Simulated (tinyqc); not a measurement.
Threshold-voltage variability of a planar MOSFET, analytic estimates: one step of the calculation.

Three independent sources add in quadrature: random dopants in the depleted layer, metal-gate grains of two orientations, and roughness of the two gate edges acting through the roll-off VT = VT(long) - Vr exp(-L/l). These are first-order estimates: no three-dimensional electrostatics, no percolation.

Task. Margin in standard deviations for the wanted yield. Cells fail independently with probability Q(k) = erfc(k/sqrt(2))/2 when the margin is k standard deviations, and Y = exp(-Nb Q(k)). phi = exp(-k^2/2)/sqrt(2 pi). Newton steps on ln Q(k) = ln(-ln(Y)/Nb): k(new) = k + [ln Q - ln(-ln(Y)/Nb)] Q/phi.

Values chosen for this exercise: number of cells Nb = 65536; wanted yield Y = 0.99.

k after iteration 1 = 5.7665260

Find: Q(k); phi; k after iteration 2.

Result.

Q(k) = 4.0461e-9
phi = 2.3997e-8
k after iteration 2 = 5.1536

Program tinyqc, `OMP_NUM_THREADS=1 python tinyqc.py 2090165 2090166 out.jsonl`; Intel Xeon 2.30GHz, shared host, one thread, about 0.01 s.
